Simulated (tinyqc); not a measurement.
Capacitance measurement on a leaky thin oxide: effects of series resistance and leakage: one step of the calculation.

The device is a capacitance C in parallel with a leakage conductance G, in series with Rs and Ls. An impedance meter reports either a parallel pair (Cp, Gp) from Y = 1/Z = Gp + i w Cp or a series pair (Cs, Rm) from Z = Rm + 1/(i w Cs); w = 2 pi f, dissipation D = Gp/(w |Cp|).

Task. What the meter reports. Z = Rs + i w Ls + 1/(G + i w C).

Parameters, values chosen for the exercise; values of the order met in thin-oxide MOS capacitors:

| symbol | value | unit | meaning |
|---|---|---|---|
| Rs | 310 | ohm | series resistance |
| Ls | 0 | nH | series inductance |
| f | 10000 | Hz | measuring frequency |

C = 186.65585 pF
G = 2.5625000 uS

Find: Z; Cp; Gp; Cs; D.

Result.

Z = (1.809-8.138i) x 1e4 ohm
Cp = 186.4 pF
Gp = 2.603 uS
Cs = 195.6 pF
D = 0.2223

Cp is 0.16 % below C and Cs is 4.8 % above it; G Rs = 7.94e-4, w C Rs = 0.00364 and G/(w C) = 0.218.

Program tinyqc, `OMP_NUM_THREADS=1 python tinyqc.py 2022063 2022064 out.jsonl`; Intel Xeon 2.30GHz, shared host, one thread, about 0.01 s.
